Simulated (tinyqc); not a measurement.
Comparisons within one model: quantum-confined Stark effect in a modulator well. A value that a table varies takes the place of the one given here.

Envelopes on cells of 0.5 angstrom over the well |z| < L/2 and 45 angstrom of barrier on each side, psi = 0 beyond, psi'/m continuous (mean mass between points), c = hbar^2/2m0. The electron sees + e F z and the hole - e F z, each with its offset in the barriers; 1 kV/cm = 1e-5 eV/angstrom. Light holes, band mixing and escape by tunnelling are left out.

Exciton: in-plane function exp(-rho/lam), 1/mu = 1/me + 1/mp, E(lam) = c/(mu lam^2) - (q/eps) times the integral over k of Fm(k)(1 + (k lam/2)^2)^(-3/2), Fm(k) the double integral of psi_e^2 psi_h^2 exp(-k |z - z'|), q = e^2/(4 pi eps0); binding Eb = -E at the minimum. Line at Eg + E_e + E_h - Eb, strength proportional to overlap^2/lam^2.

Constants: hbar^2/2m0 = 3.80998211 eV angstrom^2; e^2/(4 pi eps0) = 14.39964547 eV angstrom; hc = 1239.841984 eV nm.

Values chosen for the exercise (near those of an InGaAsP well in InP; shifted at random, so the results belong to these values and not to a real crystal): L = 98 angstrom (well width); Vc = 0.196 eV (conduction offset); Vv = 0.286 eV (heavy-hole offset); me = 0.0493 m0 (electron, well); meb = 0.0815 m0 (electron, barrier); mh = 0.356 m0 (heavy hole along z, well); mhb = 0.5 m0 (heavy hole, barrier); Eg = 0.866 eV (gap of the well); mp = 0.11 m0 (heavy hole in the plane); eps = 13.4 (dielectric constant); Fs = (0, 23, 46, 70, 96, 124, 155) kV/cm (fields); Ls = (50, 66, 84, 104, 126, 150, 170) angstrom (widths); F_L = 59 kV/cm (field for this table); F = 59 kV/cm (field).

## Raising the field

All quantities anew; shifts from zero field.

Results:
```
F (kV/cm)  dE_e (meV)  dE_h (meV)  Eb (meV)  line shift (meV)  overlap^2  relative strength
0                0.00        0.00      6.23              0.00      0.943              1.000
23              -0.37       -0.86      6.16             -1.15      0.894              0.930
46              -1.46       -3.27      5.97             -4.46      0.776              0.768
70              -3.35       -7.06      5.73             -9.91      0.632              0.585
96              -6.23      -12.25      5.47            -17.72      0.490              0.419
124            -10.25      -18.72      5.22            -27.96      0.364              0.289
155            -15.70      -26.68      4.99            -41.13      0.259              0.190
```

The line shift grows with exponent 1.96 in F at low field and 1.73 at the end, as the carriers come up against opposite walls and the dipole begins to saturate. The hole gives 70 % of the level shift in the second row and 63 % in the last. The largest shift is 6.6 times the zero-field binding, yet 80 % of the binding survives, since the walls stop the field from pulling the pair apart. Half the strength is gone between 70 and 96 kV/cm.

## Width of the well

Zero-field line, its shift at F_L and the relative strength.

Results:
```
L (angstrom)  line at F = 0 (nm)  Eb (meV)  shift (meV)  relative strength  shift x strength (meV)
50                        1291.1      7.03        -1.23              0.974                    1.20
66                        1330.3      6.74        -2.40              0.926                    2.22
84                        1358.4      6.44        -4.65              0.808                    3.76
104                       1378.6      6.15        -8.49              0.597                    5.07
126                       1393.1      5.86       -14.32              0.351                    5.02
150                       1403.7      5.58       -22.35              0.160                    3.56
170                       1409.9      5.38       -30.15              0.072                    2.17
```

The shift grows with exponent 2.40 in L over the first two rows and 2.39 over the last two, against 4 for hard walls at second order; leakage lowers it in narrow wells and saturation in wide ones. The strength falls from 0.97 to 0.07, and the product of the two is largest at 104 angstrom.

## What each parameter does

Zero-field line, shift at F, overlap^2 and Eb at F. Each row changes one parameter from the base and keeps the others.

Results:
```
case             line (nm)  shift (meV)  overlap^2  Eb (meV)
base                1373.4        -7.18      0.698      5.84
L = 88 angstrom     1363.2        -5.30      0.772      6.12
F = 47 kV/cm        1373.4        -4.65      0.770      5.96
Vc = 0.157 eV       1377.0        -7.52      0.677      5.77
Vv = 0.357 eV       1373.0        -6.95      0.704      5.87
me = 0.0567 m0      1377.0        -7.17      0.697      6.23
mh = 0.303 m0       1371.8        -6.89      0.724      5.85
eps = 12.1          1375.2        -7.09      0.698      6.91
```

The largest shifts from the base row, up to three for each result and ties (the steps differ in size, so this ranks the rows, not the parameters). line (nm): L -10.2, Vc +3.6, me +3.6; unchanged at the printed digits by F. shift (meV): F +2.53, L +1.89, Vc -0.34. overlap^2: L +0.073, F +0.072, mh +0.026; unchanged at the printed digits by eps. Eb (meV): eps +1.07, me +0.39, L +0.28.

Computed by tinyqc, a small Python program: `OMP_NUM_THREADS=1 python tinyqc.py 1280644 1280645 out.jsonl` (the numbers bound the seed that draws the inputs); one thread of a shared host (Intel(R) Xeon(R) Processor @ 2.30GHz), about 0.2 s for the whole set of steps.
